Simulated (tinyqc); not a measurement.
# Resonant-tunnelling diode, transfer matrices and Tsu-Esaki current: what changes with what

Emitter (band edge 0), barrier d1, well Lw, barrier d2, collector (edge -V). The bias drops linearly over these layers and none in the contacts; each layer is cut into ns equal slices, flat at the value of their centres. E is the energy of motion across the layers, C = hbar^2/(2 m0), psi and psi'/m are continuous. Transport is coherent, T(E) is taken as independent of the transverse momentum, and charge in the well is ignored.

Inputs (values chosen for the exercise); masses and offsets of a made-up heterostructure:
- T = 77 K (temperature)
- mw = 0.043 m0 (mass in the well, spacer and contacts)
- U1 = 0.25 eV (barrier height)
- m1 = 0.084 m0 (barrier mass)
- d1 = 3.9 nm (emitter barrier)
- Lw = 8.7 nm (well width)
- d2 = 3.9 nm (collector barrier)
- ns = 3 (slices in each layer)
- Ef = 0.026 eV (Fermi energy of both contacts above their band edges)
- V = 0.024 V (bias of the collector)

Constants: q = 1.602176634e-19 C, kB = 1.380649e-23 J/K, hbar = 1.054571817e-34 J s, m0 = 9.1093837015e-31 kg, Vt = kB T/q, hbar^2/(2 m0) = 0.0380998212 eV nm^2. Results are converted to the units shown.

Each table varies one quantity; the others keep the values above.

## Current against voltage

For the pair (psi, psi'/m) a flat layer has M = [[cos kd, (m/k) sin kd], [-(k/m) sin kd, cos kd]] with k = sqrt(m (E - U)/C) above its edge U, and M = [[cosh Kd, (m/K) sinh Kd], [(K/m) sinh Kd, cosh Kd]] with K = sqrt(m (U - E)/C) below it. Later slices stand to the left. With M acting on (psi, psi'/m) and v = k/m in each lead, T(E) = 4 vL vR/[(vL vR M12 - M21)^2 + (vR M11 + vL M22)^2]. J = J0 times the integral over E > 0 of T(E) N(E), N = ln[(1 + exp((Ef - E)/Vt))/(1 + exp((Ef - V - E)/Vt))], J0 = q^2 mw m0 kB T/(2 pi^2 hbar^3) (times 1e-4 for A/cm^2 per eV). The integral is converged to the digits shown.

Current against voltage:

| V (V) | J (kA/cm^2) |
|---|---|
| 0.009 | 0.2781 |
| 0.024 | 0.9969 |
| 0.038 | 2.229 |
| 0.053 | 4.026 |
| 0.067 | 5.301 |
| 0.082 | 4.477 |
| 0.096 | 0.1375 |
| 0.111 | 0.06852 |
| 0.125 | 0.05534 |
| 0.14 | 0.05233 |
| 0.155 | 0.05503 |
| 0.169 | 0.06195 |

What does the comparison show?

Among the rows the current peaks at 5.30 kA/cm^2 at V = 0.067 V and falls to 0.0523 kA/cm^2 at 0.14 V, a ratio of 101. At zero bias the resonance lies at 0.0455 eV and the centre of the well takes the share 0.500 of the bias, so the level should reach the emitter band edge near V = 0.0910 V; beyond that only the tail of the broadened level (width 0.530 meV at zero bias) and off-resonant tunnelling carry current. Without scattering and space charge the valley comes out far lower than in a real diode.

## Effect of the emitter barrier

Same model as above.

The resonance is the first maximum of T(E) for E > 0, G its full width at half maximum.

Result of one run:

| d1 (nm) | Er (eV) | Tp | G (meV) | J (kA/cm^2) |
|---|---|---|---|---|
| 3.8 | 0.03349 | 0.9695 | 0.5655 | 1.075 |

What becomes of these results when the emitter barrier d1 is changed from 3.8 to 5.9 nm, all else the same?

Result of the changed run:

| d1 (nm) | Er (eV) | Tp | G (meV) | J (kA/cm^2) |
|---|---|---|---|---|
| 5.9 | 0.03222 | 0.1472 | 0.3378 | 0.1149 |

The whole series:

| d1 (nm) | Er (eV) | Tp | G (meV) | J (kA/cm^2) |
|---|---|---|---|---|
| 2.3 | 0.03421 | 0.5201 | 2.190 | 2.027 |
| 3.1 | 0.03391 | 0.9137 | 0.9470 | 1.606 |
| 3.8 | 0.03349 | 0.9695 | 0.5655 | 1.075 |
| 4.5 | 0.03305 | 0.6696 | 0.4186 | 0.5820 |
| 5.2 | 0.03263 | 0.3405 | 0.3611 | 0.2698 |
| 5.9 | 0.03222 | 0.1472 | 0.3378 | 0.1149 |
| 6.6 | 0.03184 | 0.05925 | 0.3276 | 0.04706 |

As d1 grows from 2.3 to 6.6 nm, G falls from 2.19 to 0.328 meV, Tp goes from 0.520 through a maximum of 0.970 (at d1 = 3.8 nm among the rows listed) to 0.0592, and J falls from 2.03 to 0.0471 kA/cm^2. The product G Tp changes by a factor of 0.0170 and J by 0.0232; the rest comes from the shift of Er (0.0342 to 0.0318 eV) against the supply function and from current off resonance.

## Effect of the Fermi energy

Same model as above.

Er is the first maximum of T(E) at this bias.

Results:

| Ef (eV) | N at Er = 0.0334 eV | J (kA/cm^2) |
|---|---|---|
| 0.008 | 0.02094 | 0.07706 |
| 0.018 | 0.09102 | 0.3327 |
| 0.027 | 0.3127 | 1.134 |
| 0.036 | 0.8692 | 3.132 |
| 0.055 | 2.765 | 9.997 |
| 0.064 | 3.312 | 12.05 |
| 0.073 | 3.529 | 12.91 |

Estimate the missing row, Ef = 0.046 eV.

Computed row:

| Ef (eV) | N at Er = 0.0334 eV | J (kA/cm^2) |
|---|---|---|
| 0.046 | 1.873 | 6.749 |

With this row back in the table: J rises from 0.0771 to 12.9 kA/cm^2, a factor of 168, while N at the resonance grows by 169. The two agree within 10 %, so the resonance carries the current.

tinyqc, about 0.3 s, one thread, Intel Xeon 2.30GHz (shared host): `OMP_NUM_THREADS=1 python tinyqc.py 2600116 2600117 out.jsonl`
